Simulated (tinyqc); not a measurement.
Comparisons within one model: sp3s* tight binding. A value that a table varies takes the place of the one given here.

sp3s* tight binding, nearest neighbours only: anion (a) at 0, cation (c) at a/4 (1,1,1), orbitals s, px, py, pz, s* on each; k in units of 2 pi/a. With phases e_j = exp(i (pi/2) k.n_j) for n = (1,1,1), (1,-1,-1), (-1,1,-1), (-1,-1,1): g0 = (e1+e2+e3+e4)/4, g1 = (e1+e2-e3-e4)/4, g2 = (e1-e2+e3-e4)/4, g3 = (e1-e2-e3+e4)/4. The diagonal holds the levels Esa, Epa, Exa (s*) and Esc, Epc, Exc. Anion-cation block: <sa|sc> = Vss g0; <sa|xc> = Vsapc g1; <xa|sc> = -Vscpa g1; <xa|xc> = Vxx g0; <xa|yc> = <ya|xc> = Vxy g3, <xa|zc> = <za|xc> = Vxy g2, <ya|zc> = <za|yc> = Vxy g1; <s*a|xc> = Vxapc g1; <xa|s*c> = -Vpaxc g1; y and z take g2 and g3 in place of g1; s-s* and s*-s* vanish.

Inputs chosen for the exercise (near a published set for GaAs, fitted to gaps, whose masses and valley positions are rough; not measured data):
- Esa = -8.327 eV (s level of the anion)
- Epa = 1.038 eV (p level of the anion)
- Esc = -2.654 eV (s level of the cation)
- Epc = 3.668 eV (p level of the cation)
- Exa = 8.61 eV (s* level of the anion)
- Exc = 6.735 eV (s* level of the cation)
- Vss = -6.442 eV (s-s)
- Vxx = 1.956 eV (px-px)
- Vxy = 5.071 eV (px-py)
- Vsapc = 4.486 eV (s anion, p cation)
- Vscpa = 5.788 eV (s cation, p anion)
- Vxapc = 4.849 eV (s* anion, p cation)
- Vpaxc = 4.799 eV (p anion, s* cation)
- eta = 2 (scaling exponent)
- D001 = 0.91 (ratio -ezz/exx)

## What the s* orbital does

The s* couplings Vxapc and Vpaxc are scaled by f; f = 0 is the plain sp3 model. Gaps from the top of the valence band at Gamma; the Delta value is the minimum on (x,0,0), 0.5 <= x <= 1.

Gaps (eV):

| f | Gamma | Delta | L | x of the minimum |
|---|---|---|---|---|
| 0.00 | 1.5523 | 4.0745 | 2.9170 | 0.500 |
| 0.25 | 1.5523 | 3.9514 | 2.8077 | 0.500 |
| 0.50 | 1.5523 | 3.6409 | 2.5199 | 0.500 |
| 0.75 | 1.5523 | 3.0590 | 2.1308 | 1.000 |
| 0.90 | 1.5523 | 2.4501 | 1.8754 | 1.000 |
| 1.00 | 1.5523 | 2.0384 | 1.7012 | 1.000 |
| 1.10 | 1.5523 | 1.6245 | 1.5255 | 1.000 |

The gap at Gamma stays, since g1 to g3 vanish there. From f = 0 to 1 the s* levels lower the Delta value by 2.036 eV and L by 1.216 eV. For f = 0, 0.25 and 0.5 the least value lies at x = 0.5, the end of the range: any valley further out lies above that value until s* has lowered it enough. The lowest of the three is Gamma at both f = 0 and f = 1.

## Hydrostatic strain (sp3s* tight binding, strained)

Strain e moves each bond vector to d = (1 + e) d0 (no internal displacement for the diagonal strains used here) and k is given in fractions of the strained reciprocal cell, so the phases stay. Two-centre values Vss_sigma = Vss/4, Vsp_sigma = sqrt3 V/4 for each s-p and s*-p pair, Vpp_sigma = (Vxx + 2 Vxy)/4, Vpp_pi = (Vxx - Vxy)/4 are scaled by (d0/d)^eta and combined with the new direction cosines; the levels on the diagonal stay.

exx = eyy = ezz = e. Gaps as measured from the top of the valence band; the deformation potentials are (gap(0.01) - gap(-0.01))/0.06.

Gaps (eV):

| e | Gamma | Delta | L | x of the minimum |
|---|---|---|---|---|
| -0.03 | 2.0273 | 2.0248 | 1.9275 | 1.000 |
| -0.02 | 1.8635 | 2.0288 | 1.8495 | 1.000 |
| -0.01 | 1.7052 | 2.0333 | 1.7741 | 1.000 |
| 0.00 | 1.5523 | 2.0384 | 1.7012 | 1.000 |
| 0.01 | 1.4044 | 2.0439 | 1.6309 | 1.000 |
| 0.02 | 1.2614 | 2.0498 | 1.5630 | 1.000 |
| 0.03 | 1.1232 | 2.0561 | 1.4976 | 1.000 |

gap deformation potentials (eV): Gamma -5.014, Delta 0.176, L -2.386

Per unit of volume strain the gaps move by -5.01 (Gamma), +0.18 (Delta) and -2.39 eV (L). The lowest valley changes from L to Gamma between e = -0.02 and -0.01. These potentials follow from the one exponent eta, which fitted models replace by one for each integral; with it the sizes are rough, the sign for Delta can be wrong (in Si, Ge and the III-V crystals measured values are small and positive), and the pressures at which valleys cross, and which valley takes over, are rough too. A gap of zero, where one is listed, marks an s level that has sunk below the valence top.

## Biaxial strain splits the top of the valence band (sp3s* tight binding, strained)

No spin-orbit coupling; k = 0; exx = eyy = e, ezz = -D001 e. The four bonds keep equal lengths, and the sums over them give Vxx(e) for px and py and Vzz(e) for pz; each level is the lower root of [[Epa, V], [V, Epc]], and the s level the upper root of the s block. The shear potential b follows from E(x,y) - E(z) = 3 b (exx - ezz), taken as the slope between e = -0.005 and 0.005.

Couplings and levels at Gamma (eV):

| e | ezz | Vxx(e) | Vzz(e) | E(x,y) | E(z) | E(x,y) - E(z) (meV) | upper s level |
|---|---|---|---|---|---|---|---|
| -0.020 | 0.0182 | 1.8513 | 2.2496 | 0.0822 | -0.2528 | 334.9 | 1.6331 |
| -0.010 | 0.0091 | 1.9047 | 2.1011 | 0.0385 | -0.1257 | 164.2 | 1.5909 |
| -0.005 | 0.0046 | 1.9306 | 2.0281 | 0.0171 | -0.0641 | 81.2 | 1.5697 |
| 0.005 | -0.0046 | 1.9809 | 1.8848 | -0.0247 | 0.0548 | -79.5 | 1.5269 |
| 0.010 | -0.0091 | 2.0054 | 1.8144 | -0.0451 | 0.1122 | -157.3 | 1.5053 |
| 0.020 | -0.0182 | 2.0528 | 1.6763 | -0.0848 | 0.2225 | -307.3 | 1.4618 |

b = -2.805 eV

Under tension in the plane (e > 0) the bonds tilt towards the plane, Vxx grows to 2.0054 and Vzz falls to 1.8144 eV at e = 0.01, and the pz state forms the top of the valence band, by 157.3 meV; under compression (e = -0.01) the px, py pair does, by 164.2 meV. The slope gives b = -2.81 eV, a rough value, since on-site strain terms are left out (measured values lie near -2 eV).

## What each parameter does

Gaps from the top of the valence band at Gamma; Delta is the minimum on (x,0,0), 0.5 <= x <= 1. Each row changes one parameter from the base and keeps the others.

Results:

| case | Ev (eV) | gap Gamma (eV) | gap Delta (eV) | gap L (eV) |
|---|---|---|---|---|
| base | -0.0039 | 1.5523 | 2.0384 | 1.7012 |
| Exa = 8.31 eV | -0.0039 | 1.5523 | 1.9422 | 1.6752 |
| Vscpa = 5.588 eV | -0.0039 | 1.5523 | 2.0384 | 1.6342 |
| Vsapc = 4.186 eV | -0.0039 | 1.5523 | 1.8905 | 1.6050 |
| Vss = -6.742 eV | -0.0039 | 1.8278 | 2.0384 | 1.7746 |
| Vxapc = 4.649 eV | -0.0039 | 1.5523 | 2.2086 | 1.7462 |
| Esa = -8.527 eV | -0.0039 | 1.4932 | 2.0170 | 1.6719 |

The largest shifts from the base row, up to three for each result and ties (the steps differ in size, so this ranks the rows, not the parameters). Ev (eV): unchanged at the printed digits by Exa, Vscpa, Vsapc, Vss, Vxapc and Esa. gap Gamma (eV): Vss +0.2756, Esa -0.0591; unchanged at the printed digits by Exa, Vscpa, Vsapc and Vxapc. gap Delta (eV): Vxapc +0.1702, Vsapc -0.1479, Exa -0.0962; unchanged at the printed digits by Vscpa and Vss. gap L (eV): Vsapc -0.0962, Vss +0.0733, Vscpa -0.0670. Exa, Vscpa, Vsapc and Vxapc cannot move Ev or the gap at Gamma, whose blocks do not hold them; s parameters never move Ev, and move the gap only where the lowest empty level at Gamma is s-like.

Program tinyqc; command `OMP_NUM_THREADS=1 python tinyqc.py 1482435 1482436 out.jsonl`; about 0.1 s on one thread of a shared Intel(R) Xeon(R) Processor @ 2.30GHz.
